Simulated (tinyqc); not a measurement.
# Doping from the ideality factor

Problem. For thermionic-field emission over a Schottky barrier the ideality factor is n = u coth(u) with u = E00/Vt and E00 = (hbar/2) sqrt(Nd/(me m0 eps0 eps_r)) in SI units (volts). Find u, E00 and Nd.

Values chosen for this exercise; band and dielectric values close to those of cadmium telluride: temperature T = 200 K; electron mass me = 0.0999 m0; relative permittivity eps_r = 10.

Constants: q = 1.602176634e-19 C, kB = 1.380649e-23 J/K, eps0 = 8.8541878128e-12 F/m, hbar = 1.054571817e-34 J s, m0 = 9.1093837015e-31 kg, Vt = kB T/q. Results are converted to the units shown.

n = 1.1429891

Solution. u coth(u) rises steadily from 1, so n fixes u; the definition of E00 then gives Nd.

u = 0.6644
E00 = 11.45 meV
Nd = 3.800e17 cm^-3

Computed by the program tinyqc: `OMP_NUM_THREADS=1 python tinyqc.py 2640126 2640127 out.jsonl`, one thread of a shared Intel Xeon 2.30GHz, about 0.06 s for the whole run.
